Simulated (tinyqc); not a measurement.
Worked calculation: two-dimensional electron gas with Rashba and Dresselhaus coupling. Values are carried at full precision from step to step, so a last printed digit may differ when a step is redone from the rounded ones.

H = c k^2/m + al (ky sx - kx sy) + b1 (kx sx - ky sy) + gam kx ky (kx sy - ky sx), s the Pauli matrices, x = [100], c = hbar^2/2m0, b1 = gam (pi/L)^2 (hard walls). H = c k^2/m + B.s, so E = c k^2/m -/+ |B| and the lower state has its spin along -B.

Constants: hbar^2/2m0 = 3.80998211 eV angstrom^2; hbar = 6.58211957e-16 eV s.

Inputs chosen for the exercise (of the size met in InGaAs; shifted at random, so the results belong to these values and not to a real crystal): m = 0.0391 m0 (mass); al = 0.12 eV angstrom (Rashba constant); gam = 25.2 eV angstrom^3 (bulk Dresselhaus constant); L = 168 angstrom (width of the (001) well); n = 7.4 1e11/cm^2 (sheet density (one subband filled)); phi = 160 degrees (angle of k from [100]).

## Scales

b1; mean Fermi wave vector k0 = sqrt(2 pi n) (1e11/cm^2 = 1e-5/angstrom^2); E0 = c k0^2/m; b3 = gam k0^2/4; kR = al m/(2c) and ER = al kR/2, the shift and depth of a pure Rashba band.

b1 = 0.008812 eV angstrom
k0 = 0.02156 1/angstrom
E0 = 45.306 meV
b3 = 0.002929 eV angstrom
kR = 0.0006158 1/angstrom
ER = 0.03695 meV

The ratio al/(b1 - b3) is 20.40; kR is 2.9 % of k0.

## Spin-orbit field at one point of the Fermi circle

k = k0 (cos phi, sin phi). Form B, the splitting 2|B| and the direction of the lower spin, atan2(-By, -Bx).

Bx, By (meV): 0.7342  2.4428

splitting = 5.1015 meV
direction of the lower spin = -106.7 degrees

## The matrix

H = [[E0, Bx - i By], [Bx + i By, E0]] in meV; diagonalise. Precession period h/(2|B|) = 2 pi hbar/(splitting).

H (meV):
```
                  up            down
up           45.3062  0.7342-2.4428i
down  0.7342+2.4428i         45.3062
```

levels (meV): 42.7555  47.8570

period = 0.811 ps

## The two wave vectors at the energy E0 along this direction

Solve c k^2/m -/+ |B(k)| = E0. The spin turns by (k_outer - k_inner) per length, so a half turn takes pi/(difference).

k (1/angstrom): outer 0.022180, inner 0.020965

difference = 0.001214 1/angstrom
length of a half turn = 258.8 nm

For linear terms alone the difference is (m/c)|B|/k, whatever the energy: every electron along this direction turns alike, the basis of the spin transistor. The cubic term makes it depend on density.

## Checks

- Difference of the Fermi wave vectors without Dresselhaus terms against al m/c: both 0.0012315.

Computed by tinyqc, a small Python program: `OMP_NUM_THREADS=1 python tinyqc.py 1482888 1482889 out.jsonl` (the numbers bound the seed that draws the inputs); one thread of a shared host (Intel(R) Xeon(R) Processor @ 2.30GHz), about 0.01 s for the whole set of steps.
